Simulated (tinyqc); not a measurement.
# Changing the drawn line width w

Model: size effects in the resistivity of thin metal films and interconnect lines. Computed by tinyqc, a small Python program. Command: `OMP_NUM_THREADS=1 python tinyqc.py 3021719 3021720 out.jsonl size sweep`. One thread of a shared host (Intel(R) Xeon(R) Processor @ 2.30GHz), about 0.01 s of CPU time with the checks.

Electrons lose their drift at surfaces (a share 1 - p of the hits) and at grain boundaries (reflection R), besides bulk scattering. The line sits in a trench with a non-conducting liner on both walls and the bottom; the spacing equals the drawn width.

Inputs (values chosen for the exercise, modelled on iridium):
```
quantity,value,unit
bulk resistivity rho_b,5.09,microohm cm
bulk mean free path lambda,7.35,nm
specularity p,0,-
grain-boundary reflection R,0.58,-
grain size over metal width,2.4,-
aspect ratio (height over width),2.7,-
liner thickness t,2.9,nm
line length,9.4,micrometre
permittivity of the dielectric k,3.3,-
```

Geometry: line.

Constants: eps_0 = 8.8541878128e-12 F/m.

Method:
- Metal width w_m = w - 2t, height h_m = (aspect ratio) w - t, grain size D = (ratio) w_m.
- Mayadas-Shatzkes: alpha = (lambda/D) R/(1 - R); rho_b/rho = 1 - 3 alpha/2 + 3 alpha^2 - 3 alpha^3 ln(1 + 1/alpha).
- Fuchs-Sondheimer film: rho_b/rho = 1 - (3/(2 kappa))(1 - p) int_0^1 (s - s^3)(1 - exp(-kappa/s))/(1 - p exp(-kappa/s)) ds, f = rho/rho_b, kappa = thickness/lambda, 80 Gauss-Legendre points.
- Line: the excess of a film of thickness w_m and of a film of thickness h_m are added, rho/rho_b = 1 + (f(w_m) - 1) + (f(h_m) - 1), an estimate that holds best when both sides exceed lambda.
- Total: rho = rho_b [1 + surface excess + grain excess]; resistance per length rho/(w_m h_m); capacitance per length C = 2 k eps_0 (aspect ratio + 1/2), a parallel-plate estimate for two neighbours plus a fixed term for the planes above and below; delay 0.38 R C L^2; effective resistivity per drawn area.

One run for each value:
```
drawn line width w (nm),resistance per length (ohm/micrometre),resistivity rho (microohm cm),effective resistivity per drawn area (microohm cm),rho/rho_b from surfaces,rho/rho_b from grains
9.3,2.461e+03,19.13,57.46,2.100,2.658
14.0,3.949e+02,11.30,20.90,1.498,1.722
22.0,9.020e+01,8.26,11.79,1.250,1.372
34.0,2.754e+01,6.91,8.60,1.140,1.217
53.0,9.329e+00,6.17,7.08,1.082,1.131
81.0,3.556e+00,5.77,6.30,1.051,1.083
130.0,1.273e+00,5.50,5.81,1.031,1.050
190.0,5.714e-01,5.37,5.57,1.021,1.034
300.0,2.217e-01,5.26,5.39,1.013,1.021
```

What does the table show, and why?

Over the rows, resistance per length (ohm/micrometre) falls from 2460 to 0.222 (exponent d ln y / d ln x -4.5 between the first rows and -2.1 between the last); resistivity rho (microohm cm) falls from 19.1 to 5.26 (exponent d ln y / d ln x -1.3 between the first rows and -0.043 between the last); effective resistivity per drawn area (microohm cm) falls from 57.5 to 5.39 (exponent d ln y / d ln x -2.5 between the first rows and -0.073 between the last). At the high end the exponent of resistance per length is -2.07, close to -2: area alone.  Left out: 6.00 (the liner leaves almost no metal).

Extremes, crossings and ranges named in words are read from the listed rows.
